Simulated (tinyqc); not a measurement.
Input admittance of a MOSFET at zero drain bias: distributed channel and distributed gate: one step of the calculation.

Source and drain grounded, strong inversion, w = 2 pi f, Cox = eps0 eox/tox. The channel is an RC line of resistance 1/(mu Cox Vo) per square fed from both ends, so one finger has the intrinsic admittance y = i w Cox L tanh(g)/g per width, g = (1/2) sqrt(i w tau), tau = L^2/(mu Vo). The vertical resistance rv/L is in series with y, the overlaps 2 i w Cov in parallel: y_t = 1/(1/y + rv/L) + 2 i w Cov. The gate strip is a line of Rsh/L per length loaded by y_t, so a finger has Y = y_t Wf tanh(k)/k, k = (Wf/sd) sqrt(y_t Rsh/L); the device has Nf Y.

Problem. Admittance of the channel and stack per width. tau, g, c = Cox L, y and y_t as defined.

Inputs (values chosen for the exercise); values of the order met in silicon radio-frequency transistors:

| symbol | value | unit | meaning |
|---|---|---|---|
| eox | 3.9 |  | relative permittivity of the gate insulator (close to silicon dioxide) |
| tox | 2.4 | nm | insulator thickness |
| L | 0.21 | um | channel length |
| mu | 140 | cm^2/(V s) | channel mobility |
| Vo | 0.51 | V | gate overdrive |
| rv | 11 | ohm um^2 | vertical resistivity of the gate stack |
| Cov | 0.4 | fF/um | overlap and fringe capacitance on each side |
| f | 15 | GHz | frequency |

Constants: eps0 = 8.8541878128e-14 F/cm where lengths are in cm. Results are converted to the units shown.

Wanted: tau; g; c; y; y_t.

Solution.

tau = 6.176 ps
g = 0.2697+0.2697i
c = 3.021 fF/um
y = 13.8+284.0i uS/um
y_t = 18.0+358.9i uS/um

w tau = 0.582, and Im y is 0.997 of w c.

Computed by the program tinyqc: `OMP_NUM_THREADS=1 python tinyqc.py 2262010 2262011 out.jsonl`, one thread of a shared Intel Xeon 2.30GHz, about 0.01 s for the whole run.
